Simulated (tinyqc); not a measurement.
Scattering of inversion-layer electrons by surface optical phonons of the gate insulator (remote phonon scattering): one step, computed by the program tinyqc.

One subband with the Fang-Howard envelope; insulator and channel are half-spaces, the gate is far away, and an interlayer only moves the polar surface away by t (its own modes and its permittivity contrast are left out).

Question. Surface modes and strengths. eps(w) = eps_inf + (eps_0s - eps_i) w1^2/(w1^2 - w^2) + (eps_i - eps_inf) w2^2/(w2^2 - w^2). Surface modes solve eps(w) + eps_s = 0, a quadratic in w^2; the strength of a mode is g = 2/(w d eps/dw). Occupation N = 1/(exp(hbar w/(k_B T)) - 1).

Inputs (values chosen for the exercise, modelled on HfO2 on silicon):
```
quantity                                 value  unit
static constant of the insulator eps_0s   21.9     -
intermediate constant eps_i               6.71     -
optical constant eps_inf                  5.02     -
hbar omega_TO1                            12.6   meV
hbar omega_TO2                            48.1   meV
constant of the channel eps_s             11.7     -
temperature T                              150     K
```

Constants: k_B = 8.617333262e-05 eV/K.

Give: hbar omega_SO; strengths g; occupations N; hbar omega g (2 N + 1).

Answer.

hbar omega_SO (meV): 1 16.972, 2 50.620

strengths g: 1 0.023910, 2 0.006137

occupations N: 1 0.36799, 2 0.02032

hbar omega g (2 N + 1) (meV): 1 0.70447, 2 0.32328

The lower mode has the larger hbar omega g N, the prefactor of absorption before the dependence on q: 0.149 and 0.00631 meV.
